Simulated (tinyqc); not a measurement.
What each parameter does: thin-body film or fin with hard walls, valleys of the Si type.

Six ellipsoidal valleys with their long axes along the cube axes, mass ml along the axis and mt across it. For a valley whose axis makes the angle theta with the surface normal, 1/m_z = cos^2(theta)/ml + sin^2(theta)/mt sets the confinement; in the plane the masses are m_1 = mt and m_2 = ml mt/m_z, and m_d = sqrt(m_1 m_2).

A film of thickness t between hard walls, flat band inside: E_n = c (n pi/t)^2/m_z above the bulk edge, c = hbar^2/2m0. Without degeneracy the sheet density is N2 exp((EF - Ec)/kB T) with N2 = sum_i g m_d/(2 pi c) kB T exp(-E_i/kB T) over n = 1 to 40 of each group; a classical film has t Nc with Nc = 2 g_all (m_dos kB T/(4 pi c))^(3/2), m_dos = (ml mt^2)^(1/3). The threshold shift is dVt = kB T ln(t Nc/N2).

Constants: hbar^2/2m0 = 3.80998211 eV angstrom^2; kB = 8.617333262e-05 eV/K.

Inputs chosen for the exercise (near those of Si; the results hold for these values, not for the real material):
- ml = 0.931 m0 (longitudinal mass)
- mt = 0.19 m0 (transverse mass)
- face = 100 (face of the film or side wall of the fin)
- T = 300 K (temperature)
- t = 28 angstrom (body thickness)
- g_all = 6 (number of valleys)

E1 is the lowest level, and the share is that of its group in N2.

One parameter was then changed.

Results before and after:

| case | E1 (eV) | share (%) | dVt (mV) | Nc (1e19/cm^3) |
|---|---|---|---|---|
| base | 0.0515 | 99.8 | 67.8 | 2.760 |
| changed | 0.0468 | 99.8 | 64.3 | 2.895 |

Which of these changes was made? (a) ml = 1.024 m0; (b) mt = 0.209 m0; (c) T = 350 K; (d) t = 24 angstrom.
Answer: (a) ml = 1.024 m0. Of the candidates, run in turn, only this one gives the changed row.

All candidates:

| case | E1 (eV) | share (%) | dVt (mV) | Nc (1e19/cm^3) |
|---|---|---|---|---|
| base | 0.0515 | 99.8 | 67.8 | 2.760 |
| t = 24 angstrom | 0.0701 | 100.0 | 82.5 | 2.760 |
| T = 350 K | 0.0515 | 99.4 | 72.6 | 3.478 |
| ml = 1.024 m0 | 0.0468 | 99.8 | 64.3 | 2.895 |
| mt = 0.209 m0 | 0.0515 | 99.6 | 67.7 | 3.036 |

tinyqc: `OMP_NUM_THREADS=1 python tinyqc.py 1280249 1280250 out.jsonl`; about 0.01 s, one thread, shared Intel(R) Xeon(R) Processor @ 2.30GHz.
